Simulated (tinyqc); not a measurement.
# Worked calculation: hexagonal on-chip spiral inductor, lumped pi model

Numbers from tinyqc (`OMP_NUM_THREADS=1 python tinyqc.py 2302026 2302027 out.jsonl`; about 0.01 s on one thread of a shared Intel Xeon 2.30GHz). Printed values are rounded.

Outer diameter do = di + 2 n wd + 2 (n - 1) sp, mean da = (do + di)/2, fill p = (do - di)/(do + di), length l = 3.464 n da. L = 2.33 mu0 n^2 da/(1 + 3.82 p), mu0 = 4 pi 1e-7 H/m. Rs = rho l/(wd delta (1 - exp(-th/delta))), delta = sqrt(rho/(pi f mu0)). Cs = n wd^2 eps0 eo/hu across the coil. At each end Cox = l wd eps0 eo/(2 ho) leads to the substrate branch Rsi = 2 rs he/(l wd) in parallel with Csi = l wd eps0 11.7/(2 he). With one end grounded Y = 1/(Rs + i w L) + i w Cs + 1/[1/(i w Cox) + 1/(1/Rsi + i w Csi)], w = 2 pi f; Q = -Im Y/Re Y. Eddy currents in neighbouring turns and in the substrate are left out.

Parameters, values chosen for the exercise; values of the order met in silicon radio-frequency processes: number of turns n = 6.5; line width wd = 6 um; space between turns sp = 2 um; inner diameter di = 140 um; metal thickness th = 3.4 um; metal resistivity rho = 1.9 uohm cm; oxide below the coil ho = 8.3 um; oxide between coil and underpass hu = 1.1 um; relative permittivity of the oxide eo = 4.1; substrate resistivity rs = 10 ohm cm; effective spreading depth in the substrate he = 30 um; frequency f = 1.8 GHz.

Constants: eps0 = 8.8541878128e-12 F/m. Results are converted to the units shown.

## Geometry and model elements

do, l, L, delta, Rs, Cs, Cox, Rsi and Csi as defined.

do = 240 um
l = 4278.04 um
L = 11.7213 nH
delta = 1.63516 um
Rs = 9.46863 ohm
Cs = 7.72246 fF
Cox = 56.1333 fF
Rsi = 233.752 ohm
Csi = 44.3179 fF

Rs is 2.38 times the direct-current value in this empirical form, which overstates the skin effect of a flat slab when delta is near th and so stands in for some current crowding.

## Admittance, quality factor and apparent inductance

Series branch 1/(Rs + i w L), substrate branch, total Y, Q = -Im Y/Re Y, apparent inductance Im(1/Y)/w, metal-only value w L/Rs, share of the loss in the substrate Re(substrate branch)/Re Y.

series branch = 0.53607-7.50521i mS
substrate branch = 0.088005+0.611482i mS
Y = 0.62408-6.80639i mS
Q = 10.9063
apparent inductance = 12.8823 nH
w L/Rs = 14.0004
share of the loss in the substrate = 14.1016 %

Q is 77.9 % of the metal-only value.
